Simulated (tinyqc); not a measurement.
Worked calculation: Kronig-Penney superlattice by transfer matrices. Values are carried at full precision from step to step, so a last printed digit may differ when a step is redone from the rounded ones.

Wells (width a, potential 0, mass mw) alternate with barriers (width b, height V0, mass mb); period d = a + b; c = hbar^2/2m0. The vector (psi, psi'/m) is continuous, and a layer of thickness t carries it by M = [[cos kt, (m/k) sin kt], [-(k/m) sin kt, cos kt]] with k = sqrt(m (E - V)/c); for E < V, k = i kappa gives [[cosh, (m/kappa) sinh], [(kappa/m) sinh, cosh]] of kappa t. A Bloch state obeys cos(q d) = tr(Mb Mw)/2.

Constants: hbar^2/2m0 = 3.80998211 eV angstrom^2; hbar = 6.58211957e-16 eV s.

Inputs chosen for the exercise (near those of a strained Si superlattice with barriers of SiGe; not measured data):
- a = 31 angstrom (well width)
- b = 16 angstrom (barrier width)
- V0 = 0.19 eV (barrier height)
- mw = 0.921 m0 (mass in the wells)
- mb = 0.965 m0 (mass in the barriers)
- E = 0.0252 eV (trial energy)
- F = 20 kV/cm (field along the axis)

## Layer matrices at one energy

Form the matrix of the well and of the barrier at E.

k in the well = 0.07805 1/angstrom
kappa in the barrier = 0.20431 1/angstrom

Mw (angstrom units):
```
           1         2
1   -0.75044    7.7992
2  -0.056010  -0.75044
```

Mb (angstrom units):
```
        1       2
1  13.160  61.980
2  2.7782  13.160
```

## The matrix of one period

Multiply M = Mb Mw and take half the trace. If its size is at most 1, E lies in a miniband and q d = arccos(tr M/2); otherwise the state decays by exp(-arccosh|tr M/2|) a period.

M:
```
         1       2
1  -13.347  56.127
2  -2.8219  11.792
```

tr M/2 = -0.7780
q d in a band, or the decay exponent in a gap = 2.462

E lies in a miniband; det M = 1.0000, as for any such product.

## Miniband edges

The edges are the energies where tr M/2 = +1 (q = 0) or -1 (q = pi/d); the first three minibands.

Minibands:
```
band  bottom (eV)  top (eV)  width (meV)
1          0.0238    0.0254          1.6
2          0.0903    0.0999          9.5
3          0.1798    0.2177         37.9
```

2 minibands of these lie wholly below V0. The first gap is 64.9 meV wide; the single well of width a has E1 = 0.0246 eV, inside the first miniband.

## Dispersion along the axis

Solve tr M/2 = cos(q d) inside each miniband at q d/pi = 0, 1/6, ..., 1. The cosine form is E_bottom + (W/2)(1 - cos q d) with the true width W.

Energies (eV):
```
q d/pi  band 1  cosine form  band 2
0.000   0.0238       0.0238  0.0999
0.167   0.0239       0.0239  0.0991
0.333   0.0242       0.0242  0.0972
0.500   0.0246       0.0246  0.0948
0.667   0.0250       0.0250  0.0925
0.833   0.0253       0.0253  0.0909
1.000   0.0254       0.0254  0.0903
```

The cosine form, which holds for hopping between neighbouring wells alone, misses band 1 by at most 0.0 meV, 1 % of its width.

## Mass along the axis

With f(E) = tr M/2, 1 - (q d)^2/2 = 1 + f'(E_bottom)(E - E_bottom) gives m_z = -2 c f'/d^2 (f' by a central difference of 1e-6 eV at the bottom of band 1). The cosine form gives 4 c/(W d^2), W the width of band 1 between tr M/2 = +1 and -1.

f' = -1324 1/eV
m_z = 4.568 m0
m_z of the cosine form = 4.311 m0
W = 1.60 meV

The mass along the axis is 4.96 times mw.

## In a field along the axis

One-band picture: ladder spacing e F d, Bloch frequency e F d/(2 pi hbar), and extent W/(e F) of a Stark state, with W the width of band 1; 1 kV/cm = 1e-5 V/angstrom.

e F d = 9.400 meV
Bloch frequency = 2.273 THz
W/(e F d) = 0.17 periods

The state is confined to about one period: the miniband has broken into a ladder of single-well levels.

## Checks

- Bottom of band 1 from 121 plane waves (the mass step taken by inverting the matrix of m) against the transfer matrix, eV: both 0.0238.

Run: tinyqc, `OMP_NUM_THREADS=1 python tinyqc.py 1252322 1252323 out.jsonl`; Intel(R) Xeon(R) Processor @ 2.30GHz, one thread, shared host; about 0.05 s of CPU time with all checks.
